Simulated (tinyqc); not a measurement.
From results back to parameters: Lorentz oscillators and the Kramers-Kronig relations. Three cases, with inputs chosen for the exercise.

Problem. Below the gap a single undamped oscillator gives n^2 - 1 = Eo Ed/(Eo^2 - E^2) (Wemple-DiDomenico). Two refractive indices were computed from hidden Eo and Ed.

Find: Eo; Ed; n at E = 0.
Method. 1/(n^2 - 1) = Eo/Ed - E^2/(Eo Ed) is a straight line in E^2: slope -1/(Eo Ed), intercept Eo/Ed.

Case 1.

Values chosen: Ea = 0.93 eV; Eb = 1.95 eV.
n(Ea) = 1.972482
n(Eb) = 2.013686

Solution.

Eo = 7.45 eV
Ed = 21.2 eV
n at E = 0 = 1.961

Case 2.

Values chosen: Ea = 0.95 eV; Eb = 1.97 eV.
n(Ea) = 2.325322
n(Eb) = 2.481685

Solution.

Eo = 4.62 eV
Ed = 19.5 eV
n at E = 0 = 2.285

Case 3.

Values chosen: Ea = 1.11 eV; Eb = 1.91 eV.
n(Ea) = 2.323084
n(Eb) = 2.381770

Solution.

Eo = 6.49 eV
Ed = 27.7 eV
n at E = 0 = 2.295

Computed by tinyqc, one run a case: `OMP_NUM_THREADS=1 python tinyqc.py N N+1 out.jsonl` with N = 1682280, 1682290, 1682338; one thread of a shared Intel(R) Xeon(R) Processor @ 2.30GHz, about 0.2 s a run at most.
